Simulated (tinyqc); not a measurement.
# MOSFET in saturation, small-signal circuit and noise: effect of the temperature on speed and noise

Bias by the inversion coefficient IC = I/Ispec (charge-based model with velocity saturation; weak inversion below 0.1, strong above 10). Common-source circuit: gm, gds, Cgs, Cgd and Cj at the inner nodes, Rg in series with the gate; quasi-static, no source or drain resistance, no gate-body capacitance, no substrate network, no induced gate noise, so fmax is an upper estimate.

Ispec = 2 n mu Cox (W/L) Vt^2, lc = Ls/L, gms = [sqrt((lc IC + 1)^2 + 4 IC) - 1]/[2 + lc (lc IC + 1)], gm = gms Ispec/(n Vt), gds = sg gm. qs = [sqrt(1 + 4 IC) - 1]/2, Cgs = Cox W L qs (2 qs + 3)/(3 (qs + 1)^2) + Cov W, Cgd = Cov W, Cd = Cj W, Rg = Rsh (Wf/L)/(12 Nf) + Rc/W with Nf = W/Wf fingers (not rounded) contacted at both ends. fT = gm/(2 pi (Cgs + Cgd)), fmax = fT/(2 sqrt(Rg (gds + 2 pi fT Cgd))). Channel noise Sid = 4 kB T gam n gm with gam = (1/2 + (2/3) qs)/(1 + qs) + gw lc IC, qs = [sqrt(1 + 4 IC) - 1]/2, lc = Ls/L (the last term an empirical rise with velocity saturation); at the gate, white noise Sw = Sid/gm^2 + 4 kB T Rg. Number fluctuation with correlated mobility: S(f) = K/f, K = q^2 Vt lt Nt/(W L Cox^2) (1 + ac mu Cox I/gm)^2, Vt in eV with Nt per eV. Corner fc = K/Sw. IC is held fixed, and so are mu, n, Ls and Nt.

Values chosen for this exercise: gate length L = 40 nm; total gate width W = 20 um; gate capacitance Cox = 1.11 uF/cm^2; mobility mu = 200 cm^2/(V s); slope factor n = 1.2; velocity-saturation length Ls = 10 nm; ratio gds/gm sg = 0.14; overlap and fringe capacitance per side Cov = 0.38 fF/um; drain junction capacitance Cj = 0.63 fF/um; sheet resistance of the gate Rsh = 8 ohm; finger width Wf = 4 um; gate contact and vertical resistance Rc = 100 ohm um; inversion coefficient IC = 15; short-channel excess of the noise factor gw = 0.03; oxide trap density Nt = 1e17 cm^-3 eV^-1; tunnelling length into the oxide lt = 0.1 nm; Coulomb scattering coefficient ac = 3000 V s/C.

Constants: q = 1.602176634e-19 C, kB = 1.380649e-23 J/K, Vt = kB T/q. Results are converted to the units shown.

The same in every row: Rg (ohm) = 18.33.

Result of one run:

| T (K) | I (uA) | fT (GHz) | fmax (GHz) | sqrt(Sw) (nV/Hz^0.5) | fc (MHz) |
|---|---|---|---|---|---|
| 100 | 296.7 | 38.06 | 88.94 | 1.055 | 21.83 |

What becomes of these results when the temperature T is changed from 100 to 200 K, all else the same?

Result of the changed run:

| T (K) | I (uA) | fT (GHz) | fmax (GHz) | sqrt(Sw) (nV/Hz^0.5) | fc (MHz) |
|---|---|---|---|---|---|
| 200 | 1187 | 76.12 | 125.8 | 1.102 | 43.21 |

The whole series:

| T (K) | I (uA) | fT (GHz) | fmax (GHz) | sqrt(Sw) (nV/Hz^0.5) | fc (MHz) |
|---|---|---|---|---|---|
| 100 | 296.7 | 38.06 | 88.94 | 1.055 | 21.83 |
| 150 | 667.7 | 57.09 | 108.9 | 1.079 | 32.56 |
| 200 | 1187 | 76.12 | 125.8 | 1.102 | 43.21 |
| 250 | 1855 | 95.15 | 140.6 | 1.125 | 53.82 |
| 300 | 2671 | 114.2 | 154.1 | 1.147 | 64.42 |
| 350 | 3635 | 133.2 | 166.4 | 1.169 | 75.02 |
| 400 | 4748 | 152.2 | 177.9 | 1.190 | 85.65 |

As T goes from 100 to 400 K, fT rises from 38.1 to 152 GHz, fmax rises from 88.9 to 178 GHz, the white noise rises from 1.06 to 1.19 nV/Hz^0.5 and the corner rises from 21.8 to 85.7 MHz. At fixed IC and mobility the current goes as T^2 and gm as T, which is why fT rises; a real mobility would fall with T. For T = 100 to 150 K band tails and dopant freeze-out, left out here, change n and the noise.

Computed by the program tinyqc: `OMP_NUM_THREADS=1 python tinyqc.py 2150129 2150130 out.jsonl`, one thread of a shared Intel Xeon 2.30GHz, about 0.01 s for the whole run.
